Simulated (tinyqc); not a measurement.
RHF in the sto-3g basis, for H6, spin multiplicity 1, step by step. One step of it, computed by the program tinyqc.

Task: Iteration 3: DIIS coefficients. Solve [B -1; -1 0][c; lambda] = [0; -1] for the coefficients, which sum to one.

B (overlaps of the stored error matrices), lower triangle:
```
,1,2,3
1,4.4691945e+00
2,2.6893978e+00,1.8630988e+00
3,1.4953873e+00,1.0470761e+00,5.9485746e-01
```

Give: DIIS coefficients.

Result:

DIIS coefficients: 0.0384  -1.3213  2.2829
